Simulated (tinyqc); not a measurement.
Worked calculation: deformation potentials from a strained empirical pseudopotential. Values are carried at full precision from step to step, so a last printed digit may differ when a step is redone from the rounded ones.

Diamond lattice, no spin-orbit coupling. Atomic form factor V(q) = a1 (q^2 - a2)/(a3 exp(a4 q^2) - 1) in rydberg with q in 1/bohr, for the unstrained cell. Under a strain e the reciprocal vectors and k go over into (1 + e)^(-1) G, the atoms sit at +/- tau with tau = (1 + e) a (1,1,1)/8 - zeta a (eyz, ezx, exy)/4, and H(G,G') = c |k + G|^2 delta + (V(q)/det(1 + e)) cos(q.tau), q = G - G', with the term q = 0 left out; c = hbar^2/2m0. The basis is fixed before straining: all G with |k + G|^2 up to 16 (2 pi/a)^2. k is given in units of 2 pi/a of the unstrained cell.

Constants: a0 (Bohr radius) = 0.5291772105 angstrom; hbar^2/2m0 = 3.80998211 eV angstrom^2; Ry = 13.60569312 eV.

Values chosen for the exercise (a germanium-sized cell with gaps well above those of Ge; the results hold for these values, not for the real material): a = 5.668 angstrom (lattice constant); A = (0.403, 2.424, 2.043, 0.454) (a1 (Ry bohr^2), a2 (1/bohr^2), a3, a4 (bohr^2)); h = 0.001 (size of the test strain); kD = 0.81 2 pi/a (position of the Delta minimum); zeta = 0.55 (internal-strain parameter).

## Form factors, unstrained and under a volume change

q^2 = n (2 pi/a)^2 a0^2 for the shells n = 3, 8, 11; for e = h 1, q^2 is divided by (1 + h)^2 and V by (1 + h)^3. Last column: the change divided by the relative change of volume, (1 + h)^3 - 1.

Form factors:
```
n   q^2 (1/bohr^2)    V (Ry)  V expanded (Ry)  dV/(dVol/Vol) (Ry)
3          1.03234  -0.24767         -0.24763              0.0139
8          2.75291   0.02163          0.02126             -0.1210
11         3.78525   0.05279          0.05254             -0.0843
```

## Gaps under a volume change

e = -h 1, 0, +h 1; gaps from the valence top to the s-like level at Gamma (level 5), and to level 5 at (kD,0,0) and (1/2,1/2,1/2).

Gaps (eV):
```
gap             e = -h    e = 0   e = +h
Gamma, s-like  1.65975  1.63214  1.60458
Delta          1.50271  1.50481  1.50684
L              1.29547  1.28628  1.27707
```

## Hydrostatic deformation potentials

a = [E(+h) - E(-h)]/(3 ln((1 + h)/(1 - h))).

a of the gaps to Gamma, Delta, L (eV): [-9.20, 0.69, -3.07]

Compression opens the Gamma gap, opens the L gap and closes the Delta gap. Only differences are defined here: the absolute shifts depend on the mean potential, which this model leaves out.

## Tetragonal strain

e = diag(-h/2, -h/2, h). Level 5 at (kD,0,0) and (0,0,kD), and levels 2 to 4 at Gamma, all from the mean of the three valence levels.

Delta x, Delta z (eV): [1.50094, 1.51255]

valence levels (eV): [-0.00905, 0.00453, 0.00453]

## Xu of the Delta valleys and b

For e = diag(-h/2, -h/2, h): E(Delta z) - E(Delta x) = Xu (ezz - exx), and without spin-orbit coupling E(Z) - E(X, Y) = 3 b (ezz - exx); Z is the single level, X and Y the pair.

Xu = 7.73 eV
b = -3.02 eV

Stretching along z raises the valleys on the z axis and lowers the Z valence state. One-sided differences carry an error of order h. A local potential fitted to band energies alone fixes these slopes only roughly; b tends to come out too large and Xu of L too small.

## Trigonal strain

exy = eyz = ezx = h, with the internal displacement. Level 5 at (1/2,1/2,1/2) and (1/2,-1/2,-1/2), and levels 2 to 4 at Gamma, from the mean of the three valence levels.

L [111], L [1-1-1] (eV): [1.30873, 1.27876]

valence levels (eV): [-0.01078, 0.00539, 0.00539]

## Xu of the L valleys and d

For the tensor strain exy = eyz = ezx = h: E(L [111]) - E(L [1-1-1]) = (8/3) Xu h, and E(single valence level) - E(pair) = 3 sqrt(3) d h. Find Xu and d.

Xu (L) = 11.24 eV
d = -3.11 eV

## Checks

- Level 5 at (kD,0,0) and (0,kD,0) under the tetragonal strain (eV): both 10.3889.

Computed by tinyqc, a small Python program: `OMP_NUM_THREADS=1 python tinyqc.py 1880143 1880144 out.jsonl` (the numbers bound the seed that draws the inputs); one thread of a shared host (Intel(R) Xeon(R) Processor @ 2.30GHz), about 0.2 s for the whole set of steps.
